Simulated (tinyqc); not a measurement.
Thickness from the minima: X-ray reflectivity of a thin film on silicon: critical angles, Parratt recursion, fringes and roughness. Computed by tinyqc, a small Python program. Command: `OMP_NUM_THREADS=1 python tinyqc.py 3120124 3120125 out.jsonl xrr walk`. One thread of a shared host (Intel(R) Xeon(R) Processor @ 2.30GHz), about 0.01 s of CPU time with the checks.

n = 1 - delta + i beta; the classical electron radius is r_e = 2.8179403e-6 nm. Layer 0 is vacuum, 1 the film, 2 the substrate.

Inputs (values chosen for the exercise, modelled on copper on silicon, copper K-alpha radiation):

| quantity | value | unit |
|---|---|---|
| wavelength lambda | 0.15406 | nm |
| film density rho | 8.45 | g/cm^3 |
| effective electrons per unit mass, film | 0.454 | mol/g |
| beta/delta, film | 0.024 | - |
| film thickness d | 22.6 | nm |
| roughness of the surface sigma_1 | 1.2 | nm |
| roughness of the interface sigma_2 | 0.28 | nm |
| substrate density | 2.33 | g/cm^3 |
| effective electrons per unit mass, substrate | 0.507 | mol/g |
| beta/delta, substrate | 0.023 | - |
| grazing angle theta | 1.13 | degrees |

Constants: N_A = 6.02214076e+23 1/mol.

Method:
- delta = r_e lambda^2 rho_e/(2 pi), rho_e = density x electrons per mass x N_A; critical angle sqrt(2 delta), q_c = 4 sqrt(pi r_e rho_e).
- k_j = (2 pi/lambda) sqrt(sin^2 theta - 2 delta_j + 2 i beta_j); r_ij = (k_i - k_j)/(k_i + k_j) x exp(-2 k_i k_j sigma^2) (Nevot-Croce); r = (r_01 + r_12 p)/(1 + r_01 r_12 p), p = exp(2 i k_1 d); R = |r|^2.
- Far above the critical angle the period is d theta = lambda/(2 d), or 2 pi/d in q; the envelope runs between (|r_01| - |r_12 p|)^2 and (|r_01| + |r_12 p|)^2; contrast = 2 a b/(a^2 + b^2) with a = |r_01|, b = |r_12 p|; roughness factors on the amplitudes are about exp(-q^2 sigma^2/2).
- Minima of R theta^4 are located on 6001 points over 7.5 periods, from 1.15 times the larger critical angle. With refraction, sin^2(theta_m) = 2 delta + m^2 (lambda/(2 d))^2, m integer or half-integer; the first six minima are used, and the first order is the one that minimises the largest residual of the least-squares line plus the distance of its intercept from 2 delta. Without refraction, d = lambda/(2 x mean step of sin theta).

Constants:

| layer | rho_e (1/nm^3) | delta | beta | critical angle (degrees) | q_c (1/nm) |
|---|---|---|---|---|---|
| film | 2310.27 | 2.45921e-05 | 5.90210e-07 | 0.401823 | 0.572048 |
| substrate | 711.40 | 7.57263e-06 | 1.74170e-07 | 0.222977 | 0.317437 |

period in theta = 0.195287 degrees

Minima:

| order m | theta (degrees) | sin^2 theta |
|---|---|---|
| 2 | 0.5605 | 9.5686e-05 |
| 3 | 0.7101 | 1.5360e-04 |
| 4 | 0.8778 | 2.3471e-04 |
| 5 | 1.0545 | 3.3872e-04 |
| 6 | 1.2371 | 4.6615e-04 |
| 7 | 1.4236 | 6.1726e-04 |

d with refraction = 22.630 nm

d without refraction = 25.570 nm

What follows from these numbers?

Against d = 22.6 nm the errors are +0.13 % with and +13.14 % without refraction. The orders are integers, as r_01 and r_12 have opposite signs for a film denser than the substrate.

Extremes, crossings and ranges named in words are read from the listed rows.
